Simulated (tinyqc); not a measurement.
## Bulk transistor, scale length and short-channel effects: effect of the depletion depth

A gate, an insulator of thickness ti and a depleted layer of depth ts on a conducting body. Below threshold the potential that source and drain add obeys Laplace's equation and vanishes on the gate and at the bottom of the depleted layer. Its lowest mode decays along the channel as exp(-k y); k is the smallest positive root of the matching condition at the interface, and the scale length is Lambda = pi/k.

k is the smallest positive root of f(k) = eps_r sin(k ti) cos(k ts) + ei cos(k ti) sin(k ts). Along the channel psi(y) = s + a exp(y/l) + b exp(-y/l) with psi(0) = Vbi, psi(L) = Vbi + Vds and l = 1/k = Lambda/pi; with A = Vbi - s, B = A + Vds, x = exp(-L/l): a = (B - A x) x/(1 - x^2), b = (A - B x)/(1 - x^2). The minimum is s + 2 sqrt(a b), at y = (l/2) ln(b/a). The long-channel potential follows the gate as s = sT + (Vg - VTL)/m, and the threshold VT is the gate voltage at which the minimum equals sT. Swing = m Vt ln 10/g at threshold, g = d(minimum)/ds = 1 - (b x + a)/((1 + x) sqrt(a b)). DIBL = [VT(0.05 V) - VT(Vds)]/(Vds - 0.05 V). sT and Vbi are held fixed; m = 1 + eps_r ti/(ei ts) in each row.

Inputs (values chosen for the exercise); permittivities: semiconductor close to that of silicon, insulator close to that of hafnium oxide:
```
symbol  value  unit                                     meaning
T         293     K                                 temperature
eps_r    11.7        relative permittivity of the semiconductor
ei       22.2            relative permittivity of the insulator
ti        2.9    nm                         insulator thickness
L          41    nm                              channel length
Vbi      0.99     V                     potential of the source
sT       0.51     V   potential of the barrier top at threshold
Vds       0.6     V                               drain voltage
```

Constants: q = 1.602176634e-19 C, kB = 1.380649e-23 J/K, Vt = kB T/q. Results are converted to the units shown.

Effect of the depletion depth:
```
ts (nm),Lambda (nm),L/Lambda,VT - VTL at Vds (mV),DIBL (mV/V),swing (mV/decade)
6,8.142,5.036,-0.6639,0.3615,73.00
7.5,9.453,4.337,-1.911,1.041,70.15
9.3,11.12,3.688,-5.147,2.806,68.14
12,13.71,2.991,-15.09,8.246,66.86
14,15.66,2.618,-27.11,14.85,66.84
18,19.61,2.091,-63.58,35.08,68.57
22,23.59,1.738,-116.0,64.52,72.14
```

As ts goes from 6 to 22 nm, Lambda rises from 8.14 to 23.6 nm, DIBL rises from 0.362 to 64.5 mV/V and the swing goes from 73.0 through a minimum of 66.8 (at ts = 14 nm among the rows listed) to 72.1 mV a decade. On average Lambda goes as ts^(0.82).

tinyqc, about 0.01 s, one thread, Intel Xeon 2.30GHz (shared host): `OMP_NUM_THREADS=1 python tinyqc.py 2420157 2420158 out.jsonl`
